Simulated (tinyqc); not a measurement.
Gain factor and gap resistance from two string resistances.

Problem. At small bit-line voltage each of the 64 cells has the resistance 1/(K x) at overdrive x (no mobility reduction) in series with a gap resistance Rg. Find K, Rg and the share of the gaps at the higher overdrive.

resistance of a string of 64 equal cells at overdrives of 3.4 and 7.2 V (kohm): 1017.9765  521.24444

Solution. The resistance per cell is a straight line in 1/x with slope 1/K and intercept Rg.

K = 20.00 uA/V^2
Rg = 1.200 kohm
share of the gaps = 14.73 %

Computed by the program tinyqc: `OMP_NUM_THREADS=1 python tinyqc.py 2142224 2142225 out.jsonl`, one thread of a shared Intel Xeon 2.30GHz, about 0.4 s for the whole run.
